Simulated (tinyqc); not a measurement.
What moves the results: gated graphene: carriers, quantum capacitance and optical conductivity. A value that a table varies takes the place of the one given here.

Cones E = +/- hv |k|, four flavours, D(E) = 2|E|/(pi hv^2). n = (2/pi)(kT/hv)^2 F_1(mu/kT), p = (2/pi)(kT/hv)^2 F_1(-mu/kT), in 1/angstrom^2 (1e16 for 1/cm^2); F_1(eta) = integral_0^infinity x dx/(1 + exp(x - eta)). Cq/e^2 = d(n - p)/d mu = (2 kT/(pi hv^2)) ln(2 + 2 cosh(mu/kT)).

Gate: V = mu/e + e (n - p)/Cox with Cox/e^2 = k/(4 pi e2 t), t in angstrom, e2 = e^2/(4 pi eps0); 1/(eV angstrom^2) in C/e^2 equals 1602.176634 microfarad/cm^2; total 1/C = 1/Cox + 1/Cq.

Conductivity over sigma0 = e^2/(4 hbar): interband Re = sinh(E/2kT)/(cosh(mu/kT) + cosh(E/2kT)); intraband Re = (8 kT/pi) ln(2 cosh(mu/2kT)) Gm/(E^2 + Gm^2). A free sheet absorbs about pi alpha_f Re(sigma/sigma0), alpha_f the fine-structure constant (alpha among the constants).

Constants: kB = 8.617333262e-05 eV/K; e^2/(4 pi eps0) = 14.39964547 eV angstrom; fine-structure constant alpha = 0.007297352564.

Inputs chosen for the exercise (Fermi velocity near that of graphene, gate dielectric near SiO2; the results hold for these values, not for the real material):
```
symbol  value  unit         meaning
hv      6.93   eV angstrom  hbar vF
T       400    K
k       3.98                dielectric constant of the gate layer
t       285    nm           its thickness
Gm      2      meV          intraband damping
V       58.11  V            gate voltage from the neutrality point
```

## Gate sweep

Results:
```
V (V)    mu (eV)  n - p (1/cm^2)  n + p (1/cm^2)  Cq (microfarad/cm^2)  C/Cox  Cox V/e (1/cm^2)
0         0.0000               0        2.59e+11                  1.01  0.988                 0
1.7       0.0201        1.30e+11        2.86e+11                  1.08  0.989          1.31e+11
4.6       0.0496        3.51e+11        4.22e+11                  1.36  0.991          3.55e+11
12        0.1010        9.18e+11        9.35e+11                  2.22  0.994          9.26e+11
23        0.1509        1.76e+12        1.77e+12                  3.22  0.996          1.78e+12
41        0.2088        3.15e+12        3.15e+12                  4.44  0.997          3.16e+12
58        0.2517        4.46e+12        4.46e+12                  5.35  0.998          4.48e+12
87        0.3115        6.69e+12        6.69e+12                  6.62  0.998          6.71e+12
1.3e+02   0.3834        1.00e+13        1.00e+13                  8.14  0.998          1.00e+13
```

At neutrality n + p = 2.59e+11 1/cm^2 of thermal carriers remain and C/Cox = 0.988; at the last row C/Cox = 0.998 and the plain capacitor rule overstates n - p by 0.3 %. Between the last two rows mu goes as V^0.52; for |mu| well above kT the limits are 1/2 where Cox is small against Cq and 1 where it is large.

## Absorption spectrum

mu = 0.25192 eV

Results:
```
E (eV)  interband  intraband  absorption (%)
0.050      0.0011     0.2562           0.590
0.101      0.0027     0.0629           0.150
0.176      0.0085     0.0207           0.067
0.252      0.0252     0.0101           0.081
0.353      0.1008     0.0051           0.243
0.428      0.2497     0.0035           0.581
0.504      0.5006     0.0025           1.153
0.579      0.7484     0.0019           1.720
0.655      0.8996     0.0015           2.066
0.806      0.9877     0.0010           2.267
1.008      0.9993     0.0006           2.292
1.512      1.0000     0.0003           2.293
```

The edge lies at 2|mu| = 0.504 eV and, for |mu| above about 3 kT (here 7.3), rises from 10 % to 90 % over about 8.8 kT = 0.303 eV. The absorption is lowest, 0.067 %, at 0.176 eV of those listed, between the Drude tail and the edge; at the last row it is 2.293 % against pi alpha_f = 2.293 %. The thin-sheet formula fails where the absorption is large, and trigonal warping matters above about 1.5 eV.

## What moves the Fermi level

All results formed anew. Each row changes one parameter from the base and keeps the others.

Results:
```
case                   mu (eV)  n - p (1/cm^2)   C/Cox
base                    0.2519       4.465e+12  0.9977
V = 75.543 V            0.2893       5.808e+12  0.9980
t = 199.5 nm            0.3037       6.373e+12  0.9973
k = 4.78                0.2774       5.360e+12  0.9975
hv = 7.62 eV angstrom   0.2784       4.463e+12  0.9975
T = 500 K               0.2476       4.466e+12  0.9977
```

The largest shifts from the base row, up to three for each result and ties (the steps differ in size, so this ranks the rows, not the parameters). mu (eV): t +0.0518, V +0.0374, hv +0.0265. n - p (1/cm^2): t +1.91e+12, V +1.34e+12, k +8.95e+11. C/Cox: t -0.0004, V +0.0003, hv -0.0002, k -0.0002; unchanged at the printed digits by T.

Computed by tinyqc, a small Python program: `OMP_NUM_THREADS=1 python tinyqc.py 1681506 1681507 out.jsonl` (the numbers bound the seed that draws the inputs); one thread of a shared host (Intel(R) Xeon(R) Processor @ 2.30GHz), about 0.01 s for the whole set of steps.
